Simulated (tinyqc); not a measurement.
Two-band k.p model of the Delta valleys near the X point under shear strain: sweeps and comparisons. A value that a table varies takes the place of the one given here.

Valley pair on the [001] axis, kz counted from the X point, c = hbar^2/2m0, k0 = kx0 2 pi/a. H = (c kz^2/ml + c (kx^2 + ky^2)/mt + c k0^2/ml) 1 + (2 c k0 kz/ml) sigma_z + (D exy - 2 c kx ky/Mp) sigma_x, so E = c kz^2/ml + c (kx^2 + ky^2)/mt + c k0^2/ml -/+ sqrt((2 c k0 kz/ml)^2 + (D exy - 2 c kx ky/Mp)^2). Without strain the lower band has its minima, E = 0, at kz = +/- k0. Shifts from diagonal strain are left out.

For |eta| < 1: k_min = k0 sqrt(1 - eta^2), E_min = -Delta eta^2/2, ml(eta) = ml/(1 - eta^2), 1/m[110] = 1/mt + eta/Mp, 1/m[1-10] = 1/mt - eta/Mp. For |eta| > 1 the minimum sits at X: E_min = -Delta (2 |eta| - 1)/2, ml(eta) = ml/(1 - 1/|eta|), and eta is replaced by its sign in the transverse masses. Here Delta = 2 c k0^2/ml and eta = D exy/Delta.

s11 = (C11 + C12)/((C11 - C12)(C11 + 2 C12)), s12 = -C12/((C11 - C12)(C11 + 2 C12)), s44 = 1/C44; exx = s11 sxx + s12 (syy + szz) and cyclic, exy = s44 sxy/2; tension is positive. A uniaxial stress X along the unit vector n is s_ij = X n_i n_j.

Constants: hbar^2/2m0 = 3.80998211 eV angstrom^2; kB = 8.617333262e-05 eV/K.

Values chosen for the exercise (near those of Si; shifted at random, so the results belong to these values and not to a real crystal): a = 5.416 angstrom (lattice constant); ml = 0.896 m0 (longitudinal mass); mt = 0.197 m0 (transverse mass); kx0 = 0.153 2 pi/a (distance of the minimum from X); D = 12.7 eV (shear deformation potential); Mp = 0.234 m0 (coupling mass); C11 = 164.9 GPa; C12 = 62.9 GPa; C44 = 79.7 GPa; Xu = 8.92 eV (uniaxial potential); T = 300 K (temperature); exy = -0.029 (shear strain).

## Sweep of the shear strain

Delta = 2 c k0^2/ml, eta = D exy/Delta.

The minimum:

| exy | eta | k_min/k0 | E_min (meV) | ml(eta) | m[110] | m[1-10] | density-of-states mass |
|---|---|---|---|---|---|---|---|
| 0.0000 | 0.000 | 1.000 | 0.0 | 0.896 | 0.1970 | 0.1970 | 0.326 |
| 0.0021 | 0.100 | 0.995 | -1.3 | 0.905 | 0.1818 | 0.2150 | 0.328 |
| 0.0053 | 0.251 | 0.968 | -8.5 | 0.956 | 0.1626 | 0.2498 | 0.339 |
| 0.0105 | 0.498 | 0.867 | -33.2 | 1.191 | 0.1388 | 0.3391 | 0.383 |
| 0.0158 | 0.749 | 0.663 | -75.1 | 2.040 | 0.1208 | 0.5331 | 0.508 |
| 0.0190 | 0.901 | 0.435 | -108.7 | 4.742 | 0.1120 | 0.8147 | 0.756 |
| 0.0253 | 1.199 | 0.000 | -187.3 | 5.394 | 0.1070 | 1.2459 | 0.896 |
| 0.0338 | 1.602 | 0.000 | -295.3 | 2.384 | 0.1070 | 1.2459 | 0.682 |

The valleys reach X at eta = 1, that is exy = 0.0211. The shift is quadratic up to eta = 1 (-8.5 meV at eta = 0.25, -33.2 meV at 0.50) and linear beyond, while 1/m[110] rises linearly, taking m[110] from 0.197 to its floor 0.1070, a gain of 84 % in 1/m. ml(eta) diverges at eta = 1; the largest value listed is 5.39. A deformation-potential model with fixed masses misses all of this.

## Tension along [110]: repopulation and mass change

The z valleys move against the x and y valleys by Xu (ezz - exx) and, through the shear, by E_min. Share of the z valleys n = w/(w + 2 exp(dE/kT)), dE the total relative shift, w = sqrt(ml(eta) m[110] m[1-10]/(ml mt^2)). Along [110]: 1/m_c = n/m[110] + (1 - n)(1/ml + 1/mt)/2. Fixed masses means E_min = 0, w = 1, m[110] = mt. Gains are against 3/(1/ml + 2/mt) at a fixed scattering time.

Results:

| X (GPa) | Xu (ezz - exx) (meV) | E_min (meV) | m[110] | m_c fixed masses | m_c with shear | gain fixed (%) | gain with shear (%) |
|---|---|---|---|---|---|---|---|
| 0.00 | 0.0 | 0.0 | 0.1970 | 0.2662 | 0.2662 | 0.0 | 0.0 |
| 0.25 | -10.9 | -0.2 | 0.1910 | 0.2530 | 0.2484 | 5.2 | 7.2 |
| 0.50 | -21.9 | -0.7 | 0.1854 | 0.2403 | 0.2298 | 10.8 | 15.8 |
| 1.00 | -43.7 | -3.0 | 0.1751 | 0.2201 | 0.1971 | 20.9 | 35.1 |
| 1.50 | -65.6 | -6.7 | 0.1659 | 0.2081 | 0.1748 | 27.9 | 52.3 |
| 2.00 | -87.5 | -11.8 | 0.1576 | 0.2020 | 0.1607 | 31.8 | 65.7 |
| 3.00 | -131.2 | -26.7 | 0.1432 | 0.1980 | 0.1435 | 34.5 | 85.5 |

At 1 GPa repopulation alone gives 20.9 % and the shear terms raise it to 35.1 %. From 2 to 3 GPa the fixed-mass gain grows by 2.7 points, towards its ceiling of 35.1 % when all electrons sit in the z valleys, whereas the gain with shear grows by 19.8 points because m[110] keeps falling.

## What each parameter does

Delta = 2 c k0^2/ml, eta = D exy/Delta. Each row changes one parameter from the base and keeps the others.

Results:

| case | eta | E_min (meV) | ml(eta) (m0) | m[110] (m0) | m[1-10] (m0) |
|---|---|---|---|---|---|
| base | -1.3746 | -234.33 | 3.2880 | 1.2459 | 0.1070 |
| ml = 0.83328 m0 | -1.2784 | -224.25 | 3.8268 | 1.2459 | 0.1070 |
| mt = 0.18321 m0 | -1.3746 | -234.33 | 3.2880 | 0.8441 | 0.1028 |
| kx0 = 0.16371 2 pi/a | -1.2006 | -214.92 | 5.3623 | 1.2459 | 0.1070 |
| D = 13.589 eV | -1.4708 | -260.11 | 2.7991 | 1.2459 | 0.1070 |
| Mp = 0.25038 m0 | -1.3746 | -234.33 | 3.2880 | 0.9240 | 0.1103 |
| exy = -0.03103 | -1.4708 | -260.11 | 2.7991 | 1.2459 | 0.1070 |

The largest shifts from the base row, up to three for each result and ties (the steps differ in size, so this ranks the rows, not the parameters). eta: kx0 +0.1740, ml +0.0962, D -0.0962, exy -0.0962; unchanged at the printed digits by mt and Mp. E_min (meV): D -25.78, exy -25.78, kx0 +19.41; unchanged at the printed digits by mt and Mp. ml(eta) (m0): kx0 +2.0743, ml +0.5388, D -0.4889, exy -0.4889; unchanged at the printed digits by mt and Mp. m[110] (m0): mt -0.4018, Mp -0.3219; unchanged at the printed digits by ml, kx0, D and exy. m[1-10] (m0): mt -0.0042, Mp +0.0033; unchanged at the printed digits by ml, kx0, D and exy.

(tinyqc, `OMP_NUM_THREADS=1 python tinyqc.py 1080217 1080218 out.jsonl`, Intel(R) Xeon(R) Processor @ 2.30GHz, 1 thread, shared host, about 0.01 s.)
